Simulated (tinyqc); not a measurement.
# Fully depleted semiconductor-on-insulator film with two gates, non-linear Poisson equation by Newton steps: two studies

One dimension across the film, front interface at x = 0, back interface at x = ts. psi is counted from the intrinsic level, n = ni exp(psi/Vt) (source grounded), holes neglected, acceptors ionised. Gates act through Cox = eps0 eox/tox and Cbox = 3.9 eps0/tb with potentials G1 = Vg - (phiM - chi - Vt ln(Nc/ni)) and G2 = Vb - (phiB - chi - Vt ln(Nc/ni)). Classical Boltzmann densities, no interface charge, no depletion in the back plane.

Values chosen for this exercise; band and dielectric values close to those of silicon:

| symbol | value | unit | meaning |
|---|---|---|---|
| T | 350 | K | temperature |
| Eg | 1.13 | eV | band gap |
| eps_r | 11.5 |  | relative permittivity |
| Nc | 3.57e19 | cm^-3 | conduction-band density of states at T |
| Nv | 3.28e19 | cm^-3 | valence-band density of states at T |
| chi | 4.02 | eV | electron affinity |
| eox | 24.5 |  | relative permittivity of the gate insulator (close to zirconium oxide) |
| tox | 9 | nm | insulator thickness |
| ts | 24 | nm | film thickness |
| tb | 27 | nm | buried-oxide thickness (eps_r 3.9) |
| Na | 1e15 | cm^-3 | acceptor density of the film |
| phiM | 4.27 | eV | work function of the front gate |
| phiB | 4.52 | eV | work function of the back plane |
| Vb | 0 | V | back-gate voltage |

Constants: q = 1.602176634e-19 C, kB = 1.380649e-23 J/K, Vt = kB T/q, eps0 = 8.8541878128e-14 F/cm where lengths are in cm. Results are converted to the units shown.

Each table varies one quantity; the others keep the values above.

## Charge against front-gate voltage

ni = sqrt(Nc Nv) exp(-Eg/(2 Vt)), Eg in volts. The Poisson equation eps0 eps_r d2psi/dx2 = q (n + Na), with -eps0 eps_r dpsi/dx = Cox (G1 - psi) at x = 0 and eps0 eps_r dpsi/dx = Cbox (G2 - psi) at x = ts, is solved on 300 equal intervals with half boxes at both ends; N_inv is the trapezoid sum of n. Swing = ln 10/(d ln N_inv/dVg); the last column is (dN_inv/dVb)/(dN_inv/dVg).

Results:
columns A: Vg (V); B: psi front (V); C: psi back (V); D: N_inv (cm^-2); E: centroid/ts; F: swing (mV/decade); G: q dN_inv/dVg over Cox; H: back/front leverage
```
A           B       C        D       E       F        G       H
-0.3   0.0181  0.0289   1.31e6   0.530    82.4  2.44e-6   0.186
-0.15   0.162   0.140   9.14e7   0.438    80.5  1.74e-4   0.158
0.15    0.435   0.331  2.53e11   0.248     137    0.282  0.0964
0.3     0.513   0.352  1.32e12   0.149     324    0.624  0.0670
0.45    0.557   0.357  2.92e12   0.101     577    0.775  0.0571
0.6     0.584   0.359  4.76e12  0.0763     861    0.846  0.0530
0.75    0.604   0.359  6.72e12  0.0614  1.16e3    0.885  0.0510
0.9     0.619   0.360  8.74e12  0.0516  1.47e3    0.909  0.0498
```

Estimate the missing row, Vg = 0 V.

Computed row:
columns A: Vg (V); B: psi front (V); C: psi back (V); D: N_inv (cm^-2); E: centroid/ts; F: swing (mV/decade); G: q dN_inv/dVg over Cox; H: back/front leverage
```
A      B      C       D      E     F       G      H
0  0.306  0.249  6.84e9  0.352  80.8  0.0130  0.133
```

With this row back in the table: N_inv passes 1e11 cm^-2 at Vg = 0.102 V. The swing starts at 82.4 mV a decade, against (1 + k) Vt ln 10 = 72.3 for a front channel with k = Cs Cbox/(Cox (Cs + Cbox)) = 0.0408, Cs = eps0 eps_r/ts; above threshold this column is no longer a subthreshold swing. The centroid falls from 0.530 to 0.0516 of ts and the leverage of the back gate falls from 0.186 to 0.0498. For Vg = 0.45, 0.6, 0.75, 0.9 the density at an interface exceeds 0.3 Nc, where Boltzmann statistics fail. For Vg = 0.45, 0.6, 0.75, 0.9 the classical centroid lies within 3 nm of an interface, where confinement, left out, would push it away.

## Threshold and coupling against the acceptor density of the film

VT is the Vg for N_inv = 1e11 cm^-2; -dVT/dVb from the linearised equation. Limits with Cs = eps0 eps_r/ts: front channel Cs Cbox/(Cox (Cs + Cbox)), back channel Cbox (Cox + Cs)/(Cox Cs). Swing at N_inv = 1e8 cm^-2.

The same in every row: front-channel limit = 0.0408; back-channel limit = 0.355.

Threshold and coupling against the acceptor density of the film:
```
Na (cm^-3)  VT (V)  centroid/ts at VT  -dVT/dVb  swing (mV/decade)
1e15         0.102              0.287     0.110               80.4
3e15         0.103              0.285     0.110               80.4
9e15         0.105              0.280     0.109               80.2
3e16         0.111              0.262     0.104               79.7
8e16         0.126              0.224    0.0948               78.6
2e17         0.157              0.152    0.0775               76.3
7e17         0.259             0.0513    0.0531               73.3
2e18         0.473             0.0183    0.0452               72.6
```

Read the table: what changes, and by how much?

As Na goes from 1e15 to 2e18, VT rises from 0.102 to 0.473 V, the centroid falls from 0.287 to 0.0183 of ts and -dVT/dVb falls from 0.110 to 0.0452. The coupling covers 22.2 % of the way from the front-channel to the back-channel limit in the first row and 1.40 % in the last.

Computed by the program tinyqc: `OMP_NUM_THREADS=1 python tinyqc.py 2190154 2190155 out.jsonl`, one thread of a shared Intel Xeon 2.30GHz, about 0.4 s for the whole run.
